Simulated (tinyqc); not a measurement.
Inside a calculation: donor near an oxide interface in a gate field (two-state model). Values are carried at full precision from step to step, so a last printed digit may differ when a step is redone from the rounded ones.

Interface at z = 0 (hard wall), donor at z = d, field F pulling electrons to the interface: potential e F z; 1 kV/cm = 1e-5 eV/angstrom, c = hbar^2/2m0, q = e^2/(4 pi eps0), Q = (eps - eo)/(eps + eo). Donor state: E_D = e F d - ED - q Q/(4 eps d), the last term joining the images of ion and electron. Interface state: z exp(-b z/2) exp(-rho^2/(2 L^2)) with E_z = c b^2/(4 mz) + 3 e F/b + q Q b/(8 eps), minimised over b; in the plane at z = 3/b the ion (distance D = d - 3/b) and its image (D' = d + 3/b) give E_rho = c/(mt L^2) - (q/eps)(sqrt(pi)/L)[erfcx(D/L) + Q erfcx(D'/L)], erfcx(x) = exp(x^2) erfc(x), minimised over L. E_I = E_z + E_rho.

Constants: hbar^2/2m0 = 3.80998211 eV angstrom^2; e^2/(4 pi eps0) = 14.39964547 eV angstrom.

Values chosen for the exercise (near those of a donor in Si below SiO2, static dielectric constants; not measured data): d = 170 angstrom (depth of the donor); ED = 45.1 meV (bulk binding energy); mz = 0.911 m0 (mass across the interface); mt = 0.192 m0 (mass in the plane); eps = 11.6 (dielectric constant of the semiconductor); eo = 3.9 (dielectric constant of the oxide); F = 36.9 kV/cm (field in the semiconductor); aD = 20.6 angstrom (donor radius); v = 0.52 (valley factor).

## The interface state across the interface

Solve c b/(2 mz) - 3 e F/b^2 + q Q/(8 eps) = 0; give Q, b, the three terms of E_z and <z> = 3/b.

Q = 0.4968
b = 0.07029 1/angstrom

kinetic, field and image terms (meV): 5.17  15.75  5.42

<z> = 42.7 angstrom

The image pushes the electron away from the oxide; without it <z> would be 37.1 angstrom.

## Binding in the plane

Give D, D', the best L, both terms and E_rho.

D, D' (angstrom): 127.3  212.7

L = 115.2 angstrom

kinetic and Coulomb terms (meV): 1.49  -10.24

E_rho = -8.74 meV

The bottom of the well lies at -12.6 meV, so the level is 31 % of the way up; L/D = 0.91. Above the critical field the ionised donor would thus still hold its electron as a dot at the interface.

## Where the electron sits

The two states couple by t = t0 exp(-D/aD) with t0 = q/(eps aD) (2 aD/L) sqrt(aD b/2) v, v a valley factor; this form is an estimate. With detuning u = E_D - E_I the splitting is sqrt(u^2 + 4 t^2) and the lower state has weight (1 - u/sqrt(u^2 + 4 t^2))/2 on the donor.

Give E_D, E_I, t, the splitting and the donor weight.

E_D, E_I (meV): 16.72  17.59

t = 0.0197 meV
splitting = 0.87 meV
donor weight = 0.999

The electron is on the donor; the contact hyperfine coupling scales with the donor weight. With this t, the tunnelling time pi hbar/(2t) at a crossing would be 52.4 ps (hbar = 6.58212e-16 eV s); here the detuning is 44 t.

## Critical field

Find F at which E_D = E_I; compare the rule e F d = ED. The crossing width is 4t/(e D), with t and D formed anew at that field.

critical field = 37.6 kV/cm
ED/(e d) = 26.5 kV/cm
width = 0.061 kV/cm

The confinement energy E_z = 26.6 meV raises the field needed and the attraction E_rho = -8.7 meV lowers it; the result is 1.42 times the simple rule.

## Checks

- E_z without images against 1.5 x 6^(2/3)/2 (c (e F)^2/mz)^(1/3), meV: both 20.53.
- E_rho from the radial equation in the full Coulomb well against the Gaussian trial function, meV: -8.8 against -8.7.

Program tinyqc; command `OMP_NUM_THREADS=1 python tinyqc.py 1282235 1282236 out.jsonl`; about 0.1 s on one thread of a shared Intel(R) Xeon(R) Processor @ 2.30GHz.
